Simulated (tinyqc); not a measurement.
## Short-channel transistor, virtual-source model with series resistance: effect of the temperature on the on and off currents

The current per gate width is the charge at the top of the source barrier (the virtual source) times its velocity times a saturation function; al and be are fitting constants of the model. Units: I in uA/um, Rs in ohm um, so I Rs = 1e-6 I Rs in volts; Q in uC/cm^2, so I = 1e-4 Q vx0 Fsat with vx0 in cm/s.

Intrinsic voltages Vg' = Vgs - I Rs, Vd' = Vds - 2 I Rs. n = n0 + nd Vd', VT = VT0 - dl Vd', Ff = 1/(1 + exp((Vg' - VT + al Vt/2)/(al Vt))), Q = Cinv n Vt ln(1 + exp((Vg' - VT + al Vt Ff)/(n Vt))), Vdsat = (vx0 L/mu)(1 - Ff) + Vt Ff, Fsat = u/(1 + u^be)^(1/be) with u = Vd'/Vdsat, and I = Q vx0 Fsat per width. I is solved self-consistently. Ion is I at Vgs = Vds = 1 V, Ioff at Vgs = 0, Vds = 1 V, and Rlin = Vds/I at Vgs = 1 V, Vds = 0.05 V. mu, vx0, VT0, dl and n0 are held fixed.

Values chosen for this exercise:

| symbol | value | unit | meaning |
|---|---|---|---|
| Cinv | 2.8 | uF/cm^2 | inversion capacitance |
| vx0 | 1.49e7 | cm/s | velocity at the virtual source |
| mu | 680 | cm^2/(V s) | apparent mobility |
| L | 65 | nm | channel length |
| VT0 | 0.39 | V | threshold at zero drain voltage |
| dl | 0.048 | V/V | drain-induced barrier lowering |
| n0 | 1.06 |  | subthreshold factor |
| nd | 0 | 1/V | growth of n with drain voltage |
| al | 3.5 |  | threshold shift (in units of Vt) from weak to strong inversion |
| be | 1.4 |  | sharpness of saturation |
| Rs | 30 | ohm um | series resistance of each contact |

Constants: q = 1.602176634e-19 C, kB = 1.380649e-23 J/K, Vt = kB T/q. Results are converted to the units shown.

Result of one run:

| T (K) | Ion (uA/um) | Ioff (nA/um) | log10(Ion/Ioff) | Rlin (ohm um) |
|---|---|---|---|---|
| 260 | 2299 | 1.395 | 6.217 | 120.5 |

What becomes of these results when the temperature T is changed from 260 to 200 K, all else the same?

Result of the changed run:

| T (K) | Ion (uA/um) | Ioff (nA/um) | log10(Ion/Ioff) | Rlin (ohm um) |
|---|---|---|---|---|
| 200 | 2299 | 0.01502 | 8.185 | 120.6 |

The whole series:

| T (K) | Ion (uA/um) | Ioff (nA/um) | log10(Ion/Ioff) | Rlin (ohm um) |
|---|---|---|---|---|
| 200 | 2299 | 0.01502 | 8.185 | 120.6 |
| 230 | 2299 | 0.1944 | 7.073 | 120.6 |
| 260 | 2299 | 1.395 | 6.217 | 120.5 |
| 290 | 2300 | 6.643 | 5.539 | 120.5 |
| 320 | 2300 | 23.49 | 4.991 | 120.5 |
| 350 | 2300 | 66.54 | 4.539 | 120.4 |
| 380 | 2301 | 159.0 | 4.160 | 120.4 |
| 410 | 2302 | 333.0 | 3.840 | 120.3 |

As T goes from 200 to 410 K, Ion stays near 2300 uA/um, Ioff rises from 0.0150 to 333 nA/um and Rlin stays near 120 ohm um. Ion changes by a factor of 1.00 and Ioff by 22200.

Numbers from tinyqc (`OMP_NUM_THREADS=1 python tinyqc.py 2380062 2380063 out.jsonl`; about 0.01 s on one thread of a shared Intel Xeon 2.30GHz).
